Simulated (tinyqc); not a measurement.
Which input was changed? Model: Hall effect and magnetoresistance of several carrier groups with constant relaxation times. Computed by tinyqc, a small Python program. Command: `OMP_NUM_THREADS=1 python tinyqc.py 3010070 3010071 out.jsonl hall2 which`. One thread of a shared host (Intel(R) Xeon(R) Processor @ 2.30GHz), about 0.03 s of CPU time with the checks.

Group 1 has charge -e and group 2 charge +e; s_i is that sign. B lies along z; mu B is formed with mu in m^2/(V s).

Inputs (values chosen for the exercise, for a model conductor):
```
quantity,value,unit
density n1,1e+15,1/cm^3
mobility mu1,33000,cm^2/(V s)
density n2,1e+15,1/cm^3
mobility mu2,7500,cm^2/(V s)
magnetic field B,0.073,T
```

Carriers: compensated semimetal. Densities: per volume.

Constants: e = 1.602176634e-19 C.

Method. sigma_xx = sum n_i e mu_i/(1 + mu_i^2 B^2); sigma_xy = sum s_i n_i e mu_i^2 B/(1 + mu_i^2 B^2). rho_xx = sigma_xx/(sigma_xx^2 + sigma_xy^2); Hall coefficient R_H = sigma_xy/(B (sigma_xx^2 + sigma_xy^2)), with B in V s/cm^2 (1 T = 1e-4 V s/cm^2); magnetoresistance MR = rho_xx(B)/rho_xx(0) - 1. Apparent density 1/(e |R_H|); Hall mobility |R_H|/rho_xx.

Problem. One of these inputs alone was changed, within the range given: density n1 (5e+14 to 2e+15); density n2 (5e+14 to 2e+15); mobility mu2 (3750 to 1.5e+04); magnetic field B (0.0365 to 0.146). Which one, and to what value?

Results:
```
run,magnetoresistance MR (%),Hall mobility (cm^2/(V s)),sigma at B = 0 (S/cm)
before,1.318927,25168.05,6.488815
after,2.475000,24884.12,6.488815
```

Solution.

Each candidate set to reproduce magnetoresistance MR, and what it then gives:
```
candidate,range searched,value needed,Hall mobility (cm^2/(V s)),sigma at B = 0 (S/cm)
density n1 (1/cm^3),5e+14 to 2e+15,out of reach,-,-
density n2 (1/cm^3),5e+14 to 2e+15,out of reach,-,-
mobility mu2 (cm^2/(V s)),3750 to 1.5e+04,14070,18469,7.5421
magnetic field B (T),0.0365 to 0.146,0.1000,24884,6.4888
```

Only magnetic field B fits every result: it went from 0.073 to 0.100 T. The next best candidate, mobility mu2, misses one result by 26 %.
